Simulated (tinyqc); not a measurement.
Grain-boundary diffusion: Harrison regimes, Fisher and Le Claire analysis, Hart average. From one set of inputs to another, one input at a time. Computed by tinyqc, a small Python program. Command: `OMP_NUM_THREADS=1 python tinyqc.py 3027043 3027044 out.jsonl gbdiff ladder`. One thread of a shared host (Intel(R) Xeon(R) Processor @ 2.30GHz), about 0.01 s of CPU time with the checks.

A boundary is a slab of width delta with diffusivity D_b, normal to a surface held at constant concentration; it leaks into grains of diffusivity D.

The inputs printed are set A. Inputs not listed in the table keep their values of set A, so the rows need not describe a real material.

Inputs (values chosen for the exercise, for a model polycrystal): lattice prefactor D0 = 3.5e-05 m^2/s; lattice activation energy E = 2.42 eV; boundary prefactor D0b = 6.7e-05 m^2/s; boundary activation energy E_b = 1.24 eV; boundary width delta = 0.44 nm; segregation factor s = 1; grain size d = 1.2 um; temperature T = 1070 K; time t = 140000 s.

Constants: k_B = 8.617333262e-05 eV/K.

Method:
- D = D0 exp(-E/(k_B T)), D_b = D0b exp(-E_b/(k_B T)).
- Triple product P = s delta D_b.
- l = sqrt(D t); P = s delta D_b; alpha = s delta/(2 l); beta = P/(2 D l). Regime A if l > 3 d, C if alpha > 1, B if alpha < 0.1, l < d/4 and beta > 10, otherwise a transition.
- Hart average for parallel slabs: f = delta/d, D_eff = (s f D_b + (1 - f) D)/(1 - f + s f); share of the boundaries = s f D_b/(s f D_b + (1 - f) D); depth sqrt(D_eff t).

Each row keeps all changes above it:
```
input moved                                                                      from             to  D_eff (m^2/s)        beta  depth sqrt(D_eff t) (um)
set A                                                                               -              -     3.5609e-14  3.4388e+01                      70.6
boundary width delta (nm)                                                        0.44           0.64     5.1732e-14  5.0019e+01                      85.1
segregation factor s                                                                1             30     1.5243e-12  1.5006e+03                     462.0
time t (s)                                                                     140000          37000     1.5243e-12  2.9189e+03                     237.5
grain size d (um)                                                                 1.2           0.04     3.1717e-11  2.9189e+03                    1083.3
lattice prefactor D0 (m^2/s) and lattice activation energy E (eV)       3.5e-05, 2.42  7.5e-05, 2.87     3.1716e-11  1.4061e+06                    1083.3
boundary prefactor D0b (m^2/s) and boundary activation energy E_b (eV)  6.7e-05, 1.24  3.8e-06, 1.65     2.1081e-14  9.3456e+02                      27.9
```

D_eff goes from 3.56e-14 to 2.11e-14, a factor 0.592 in all. The largest single move comes from boundary prefactor D0b with boundary activation energy E_b (a factor 6.65e-4), and segregation factor s works against it (a factor 29.5). Beta goes from 34.4 to 935, a factor 27.2 in all. The largest single move comes from boundary prefactor D0b with boundary activation energy E_b (a factor 6.65e-4), but it runs against the net change; the largest move in the direction of the net change is lattice prefactor D0 with lattice activation energy E (a factor 482). Depth sqrt(D_eff t) goes from 70.6 to 27.9, a factor 0.396 in all. The largest single move comes from boundary prefactor D0b with boundary activation energy E_b (a factor 0.0258), and segregation factor s works against it (a factor 5.43). The single moves hold for this order of the switches; the total does not depend on the order.

Caution (rows time t): outside regime A (which needs sqrt(D t) above about 3 d) the Hart average and its depth are formal: they describe a profile only in regime A or at steady state.

Extremes, crossings and ranges named in words are read from the listed rows.
